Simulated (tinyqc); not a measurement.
Comparisons within one model: density of states of one tight-binding band on the simple cubic lattice. A value that a table varies takes the place of the one given here.

E(k) = -2 t (c1 + c2 + c3) - 4 t2 (c1 c2 + c2 c3 + c3 c1) with ci = cos(2 pi ki); k in fractions of the reciprocal vectors, mesh k_i = j/N with j = 0 .. N-1. Densities are per cell and per spin, so the band holds one state.

Each cube of the mesh, corners numbered 0 to 7 as the binary number (i j l), is cut into six tetrahedra around the diagonal 0-7: 0137, 0157, 0237, 0267, 0457, 0467. For corner energies e1 <= e2 <= e3 <= e4 and eij = ei - ej, the share of the tetrahedron below E is n = (E - e1)^3/(e21 e31 e41) for e1 < E < e2; n = [e21^2 + 3 e21 x + 3 x^2 - (e31 + e42) x^3/(e32 e42)]/(e31 e41) with x = E - e2 for e2 < E < e3; n = 1 - (e4 - E)^3/(e41 e42 e43) for e3 < E < e4; its density of states is g = dn/dE.

Gaussian broadening: g(E) = mean over the mesh of exp(-(E - E_k)^2/(2 sigma^2))/(sigma sqrt(2 pi)), n(E) = mean of erfc((E_k - E)/(sigma sqrt 2))/2.

Inputs chosen for the exercise: t = 1.72 eV (nearest hopping); t2 = 0 eV (second hopping); N2 = 8 (mesh points along each axis in this comparison); sigma = 0.344 eV (Gaussian width); E = 0.01 eV (energy at which the density is wanted).

## Three ways to the same curve

N = N2 here; the reference is the linear method with N = 36.

g(E) (1/eV):
```
E (eV)  reference  linear tetrahedra  Gaussian, sigma  Gaussian, sigma/4  reference n(E)
-8.443      0.018              0.017            0.026              0.030           0.021
-6.567      0.030              0.029            0.018              0.000           0.065
-4.690      0.048              0.048            0.059              0.029           0.138
-2.814      0.084              0.090            0.090              0.000           0.265
-0.937      0.083              0.087            0.067              0.155           0.422
0.939       0.083              0.087            0.067              0.158           0.578
2.815       0.084              0.090            0.090              0.000           0.735
4.692       0.048              0.048            0.059              0.030           0.862
6.568       0.030              0.029            0.018              0.000           0.935
8.444       0.018              0.017            0.026              0.029           0.979
```

How do the results move?

Root-mean-square errors against the reference: 0.0035 for linear tetrahedra, 0.0112 for sigma and 0.0527 for sigma/4. The narrow Gaussian is worse than the wide one, because it resolves the separate mesh levels. The reference is highest at -2.814 and 2.815 eV of the energies listed, and half filling lies between -0.937 and 0.939 eV.

## Convergence with the mesh

At the energy E; the plain count is the share of mesh points below E; the reference is the linear method with N = 36.

Results:
```
N   points  g linear  n linear  g Gaussian  n Gaussian  n plain count
4       64    0.1090    0.5011      0.3623      0.5036         0.6562
6      216    0.0888    0.5009      0.1288      0.5013         0.5556
8      512    0.0884    0.5009      0.1555      0.5016         0.5664
12    1728    0.0851    0.5009      0.1203      0.5012         0.5405
16    4096    0.0841    0.5008      0.0914      0.5009         0.5200
20    8000    0.0837    0.5008      0.0870      0.5009         0.5132
```

reference n and g: 0.5008  0.0832

How do the results move?

The linear n(E) stays within 0.002 of the reference from N = 4 on. The Gaussian g still moves by more than 1 % between the last two meshes. At the last mesh it lies +0.004 1/eV from the reference g and the linear g +0.001. The plain count errs by +0.0124 at the last mesh.

## Critical points

The gradient vanishes at these points by symmetry; the signs of the eigenvalues of the second-derivative matrix give the type.

Critical points:
```
point                k    E (eV)  positive  negative     type
Gamma        (0, 0, 0)  -10.3200         3         0  minimum
X          (0.5, 0, 0)   -3.4400         2         1   saddle
M        (0.5, 0.5, 0)    3.4400         1         2   saddle
R      (0.5, 0.5, 0.5)   10.3200         0         3  maximum
```

What does this show?

Gamma is a minimum at -10.320 eV: its contribution to g starts as a square root. X is a saddle at -3.440 eV: g has a square-root kink there. M is a saddle at 3.440 eV: g has a square-root kink there. R is a maximum at 10.320 eV: its contribution to g ends as a square root.

## What moves the count of states

Linear method and Gaussian sum with N = 14. Each row changes one parameter from the base and keeps the others.

Results:
```
case              n linear  g linear (1/eV)  n Gaussian  g Gaussian (1/eV)
base                0.5008           0.0843      0.5006             0.0647
t = 1.892 eV        0.5008           0.0766      0.5006             0.0555
E = 0.182 eV        0.5153           0.0843      0.5121             0.0700
sigma = 0.688 eV    0.5008           0.0843      0.5008             0.0824
t2 = 0.086 eV       0.4834           0.0842      0.4857             0.0715
```

What does this show?

The largest shifts from the base row, up to three for each result and ties (the steps differ in size, so this ranks the rows, not the parameters). n linear: t2 -0.0174, E +0.0145; unchanged at the printed digits by t and sigma. g linear (1/eV): t -0.0077, t2 -0.0001; unchanged at the printed digits by E and sigma. n Gaussian: t2 -0.0150, E +0.0115, sigma +0.0002; unchanged at the printed digits by t. g Gaussian (1/eV): sigma +0.0177, t -0.0092, t2 +0.0068.

tinyqc: `OMP_NUM_THREADS=1 python tinyqc.py 1680473 1680474 out.jsonl`; about 0.2 s, one thread, shared Intel(R) Xeon(R) Processor @ 2.30GHz.
